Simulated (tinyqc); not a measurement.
# Circuit elements from the admittance matrix

Problem. Y belongs to a common-source circuit with y11 = i w (Cgs + Cgd), y12 = -i w Cgd, y21 = gm - i w Cgd, y22 = gds + i w (Cgd + Cd) and a resistance Rg in series with the gate; w = 2 pi f. Find Rg, Cgs + Cgd, Cgd, gm, gds and Cd.

Inputs (values chosen for the exercise):
```
symbol,value,unit,meaning
f,1,GHz,signal frequency
```

Y with Rg (mS):

|  | 1 | 2 |
|---|---|---|
| 1 | 0.002004076+0.838967505i | -0.000396233-0.165875146i |
| 2 | 3.819625375-0.175000186i | 0.084123605+0.343609237i |

Answer. 1/Y11 = Rg + 1/(i w (Cgs + Cgd)) gives Rg; removing it from Z11 returns the inner y, whose parts are read off.

Rg = 2.85 ohm
Cgs + Cgd = 134 fF
Cgd = 26.4 fF
gm = 3.82 mS
gds = 0.0840 mS
Cd = 28.0 fF

tinyqc, about 0.01 s, one thread, Intel Xeon 2.30GHz (shared host): `OMP_NUM_THREADS=1 python tinyqc.py 2150009 2150010 out.jsonl`
